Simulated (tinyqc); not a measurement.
Voltage drop against the resistance from a pad node to the supply.

A grid of 25 by 25 nodes with segments Rx (rows) and Ry (columns); every node draws I1 and the central node kh I1; pads with resistance Rp sit at the nodes whose row and column are multiples of the pitch, counting from 0. The drops u = Vdd - V follow from G u = i, with G the conductance matrix and i the load currents, solved directly. Here the pitch is 12.

Parameters, values chosen for the exercise:
- Vdd = 0.75 V (supply voltage)
- Rx = 0.58 ohm (resistance of a horizontal segment)
- Ry = 1.4 ohm (resistance of a vertical segment)
- kh = 3 (factor on the load at the hot node)
- I1 = 1.2 mA (load current of a node in the large grid)

Result of one run:

| Rp (ohm) | pads | worst drop (mV) | mean drop (mV) | largest drop at a pad (mV) | largest pad current (mA) | worst drop over Vdd (%) |
|---|---|---|---|---|---|---|
| 1.4 | 9 | 194.0 | 179.5 | 150.1 | 107.2 | 25.87 |

What becomes of these results when the resistance from a pad node to the supply Rp is changed from 1.4 to 0.085 ohm, all else the same?

Result of the changed run:

| Rp (ohm) | pads | worst drop (mV) | mean drop (mV) | largest drop at a pad (mV) | largest pad current (mA) | worst drop over Vdd (%) |
|---|---|---|---|---|---|---|
| 0.085 | 9 | 76.40 | 64.32 | 12.41 | 146.1 | 10.19 |

The whole series:

| Rp (ohm) | pads | worst drop (mV) | mean drop (mV) | largest drop at a pad (mV) | largest pad current (mA) | worst drop over Vdd (%) |
|---|---|---|---|---|---|---|
| 0.043 | 9 | 72.31 | 60.40 | 6.439 | 149.7 | 9.641 |
| 0.085 | 9 | 76.40 | 64.32 | 12.41 | 146.1 | 10.19 |
| 0.17 | 9 | 84.52 | 72.14 | 23.76 | 139.8 | 11.27 |
| 0.34 | 9 | 100.4 | 87.49 | 44.38 | 130.5 | 13.39 |
| 0.68 | 9 | 131.1 | 117.5 | 80.98 | 119.1 | 17.48 |
| 1.4 | 9 | 194.0 | 179.5 | 150.1 | 107.2 | 25.87 |
| 2.7 | 9 | 304.9 | 289.6 | 265.6 | 98.38 | 40.66 |

The worst drop rises from 72.3 to 305 mV and the mean drop rises from 60.4 to 290 mV. The worst drop goes as Rp^(0.08) between the first two rows and Rp^(0.69) between the last two. The central node is itself a pad. For Rp = 0.68, 1.4, 2.7 the drop exceeds 15 % of the supply, where loads no longer draw a fixed current.

Program tinyqc, `OMP_NUM_THREADS=1 python tinyqc.py 2770151 2770152 out.jsonl`; Intel Xeon 2.30GHz, shared host, one thread, about 0.2 s.
